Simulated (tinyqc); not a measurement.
Two-band k.p model of the Delta valleys near the X point under shear strain: one step. The two bands along kz. Two cases, with inputs chosen for the exercise.

Task: kx = ky = 0, kz from 0 to 1.6 k0 in steps of 0.2 k0, with and without the strain.

Valley pair on the [001] axis, kz counted from the X point, c = hbar^2/2m0, k0 = kx0 2 pi/a. H = (c kz^2/ml + c (kx^2 + ky^2)/mt + c k0^2/ml) 1 + (2 c k0 kz/ml) sigma_z + (D exy - 2 c kx ky/Mp) sigma_x, so E = c kz^2/ml + c (kx^2 + ky^2)/mt + c k0^2/ml -/+ sqrt((2 c k0 kz/ml)^2 + (D exy - 2 c kx ky/Mp)^2). Without strain the lower band has its minima, E = 0, at kz = +/- k0. Shifts from diagonal strain are left out.

Constants: hbar^2/2m0 = 3.80998211 eV angstrom^2.

Give: a table of kz/k0, kz (1/angstrom), lower, upper, lower, no strain, upper, no strain.

Case 1.

Values chosen (near those of Si; shifted at random, so the results belong to these values and not to a real crystal): a = 5.418 angstrom (lattice constant); ml = 0.894 m0 (longitudinal mass); mt = 0.203 m0 (transverse mass); kx0 = 0.157 2 pi/a (distance of the minimum from X); D = 14.1 eV (shear deformation potential); Mp = 0.237 m0 (coupling mass); exy = -0.017 (shear strain).

Result:

Levels (eV):
```
kz/k0  kz (1/angstrom)    lower   upper  lower, no strain  upper, no strain
0.0             0.0000  -0.0984  0.3810            0.1413            0.1413
0.2             0.0364  -0.0993  0.3932            0.0904            0.2034
0.4             0.0728  -0.1011  0.4289            0.0509            0.2769
0.6             0.1092  -0.1015  0.4857            0.0226            0.3617
0.8             0.1457  -0.0978  0.5612            0.0057            0.4577
1.0             0.1821  -0.0880  0.6531            0.0000            0.5651
1.2             0.2185  -0.0705  0.7599            0.0057            0.6838
1.4             0.2549  -0.0444  0.8807            0.0226            0.8137
1.6             0.2913  -0.0088  1.0146            0.0509            0.9550
```

Case 2.

Values chosen (near those of Si; shifted at random, so the results belong to these values and not to a real crystal): a = 5.446 angstrom (lattice constant); ml = 0.936 m0 (longitudinal mass); mt = 0.198 m0 (transverse mass); kx0 = 0.146 2 pi/a (distance of the minimum from X); D = 12.8 eV (shear deformation potential); Mp = 0.232 m0 (coupling mass); exy = 0.01 (shear strain).

Result:

Levels (eV):
```
kz/k0  kz (1/angstrom)    lower   upper  lower, no strain  upper, no strain
0.0             0.0000  -0.0125  0.2435            0.1155            0.1155
0.2             0.0337  -0.0160  0.2562            0.0739            0.1663
0.4             0.0674  -0.0239  0.2918            0.0416            0.2264
0.6             0.1011  -0.0316  0.3457            0.0185            0.2957
0.8             0.1348  -0.0354  0.4142            0.0046            0.3742
1.0             0.1684  -0.0331  0.4951            0.0000            0.4620
1.2             0.2021  -0.0235  0.5871            0.0046            0.5590
1.4             0.2358  -0.0059  0.6897            0.0185            0.6652
1.6             0.2695   0.0200  0.8023            0.0416            0.7807
```

Computed by tinyqc, one run a case: `OMP_NUM_THREADS=1 python tinyqc.py N N+1 out.jsonl` with N = 1081239, 1081328; one thread of a shared Intel(R) Xeon(R) Processor @ 2.30GHz, about 0.01 s a run at most.
